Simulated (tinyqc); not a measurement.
Inside a calculation: Boltzmann transport in a parabolic band with a power-law relaxation time. Values are carried at full precision from step to step, so a last printed digit may differ when a step is redone from the rounded ones.

F_j(eta) = (1/Gamma(j + 1)) integral_0^infinity x^j dx/(1 + exp(x - eta)), which tends to exp(eta) for eta << 0.

n = N F_1/2(eta) with N = 2 (m kB T/(4 pi c))^(3/2) with c = hbar^2/2m0, in 1/angstrom^3; times 1e24 for 1/cm^3, m = md.

Constants: hbar^2/2m0 = 3.80998211 eV angstrom^2; kB = 8.617333262e-05 eV/K.

Parameters, chosen for this exercise (masses near those of Si; tau0 is set for a mobility of the usual size at this n, kL is a free input; freeze-out and phonon drag, which matter near 77 K, are left out; shifted at random, so the results belong to these values and not to a real crystal):

| symbol | value | unit | meaning |
|---|---|---|---|
| n | 1e+17 | 1/cm^3 | electron density |
| md | 1.054 | m0 | density-of-states mass |
| T | 300 | K |  |
| r | -0.5 |  | exponent of tau |
| tau0 | 130 | fs | tau at E = kT |
| mc | 0.2559 | m0 | conductivity mass |
| kL | 1.5 | W/(m K) | lattice thermal conductivity |

## Reduced Fermi level

Solve for eta.

N = 2.715e+19 1/cm^3
eta = -5.6028

## Integrals for r = -0.5 (acoustic phonons)

tau = tau0 x^r with x = E/kT. With K_j = Gamma(j + 1) F_j(eta): <tau> = tau0 (r + 3/2) K_(r+1/2)/((3/2) K_(1/2)); mu = <tau>/(mc m0/e), m0/e = 5.685630e-12 kg/C; Hall factor rH = (3/2) K_(1/2) (2r + 3/2) K_(2r+1/2)/((r + 3/2) K_(r+1/2))^2; Seebeck S = -(kB/e) [(r + 5/2) K_(r+3/2)/((r + 3/2) K_(r+1/2)) - eta]; Lorenz number L = (kB/e)^2 [(r + 7/2) K_(r+5/2)/((r + 3/2) K_(r+1/2)) - ((r + 5/2) K_(r+3/2)/((r + 3/2) K_(r+1/2)))^2]; kB/e in V/K. Valley anisotropy is left out of rH.

Evaluate F_j and K_j for j = 1/2, r + 1/2, r + 3/2, r + 5/2 and 2r + 1/2 (each value once).

F_j and K_j:

| j | F_j | K_j |
|---|---|---|
| 0.5 | 0.0036827 | 0.0032637 |
| 0.0 | 0.0036807 | 0.0036807 |
| 1.0 | 0.0036841 | 0.0036841 |
| 2.0 | 0.0036858 | 0.0073716 |
| -0.5 | 0.0036779 | 0.0065189 |

## Transport coefficients

Form the ratios; u is the mean energy carried, in kT.

<tau>/tau0 = 0.752
rH = 1.178
u = 2.002
S = -655.3 microvolt/K
L = 1.486 1e-8 W ohm/K^2

The non-degenerate limits are rH = 1.178, u = r + 5/2 = 2 and L = (r + 5/2)(kB/e)^2 = 1.485; the degenerate ones are rH = 1 and L = 2.443.

## Mobility, conductivity and figure of merit

mu = <tau>/(mc m0/e) with m0/e = 5.685630e-12 kg/C; sigma = e n mu, e = 1.602176634e-19 C; Hall mobility rH mu; power factor S^2 sigma; ZT = S^2 sigma T/(kL + L sigma T), all in SI units.

mu = 672 cm^2/(V s)
Hall mobility = 791 cm^2/(V s)
sigma = 10.8 S/cm
power factor = 0.462 mW/(m K^2)
electronic thermal conductivity = 0.00480 W/(m K)
ZT = 0.092

A Hall measurement read with rH = 1 would give a density of 8.49e+16 1/cm^3. Electrons carry 0.32 % of the heat. kL is far below that of crystalline Si, so ZT is too high for it.

## Checks

- Seebeck coefficient against direct integration over -df/dE (microvolt/K): both -655.3.

(tinyqc, `OMP_NUM_THREADS=1 python tinyqc.py 1680711 1680712 out.jsonl`, Intel(R) Xeon(R) Processor @ 2.30GHz, 1 thread, shared host, about 0.01 s.)
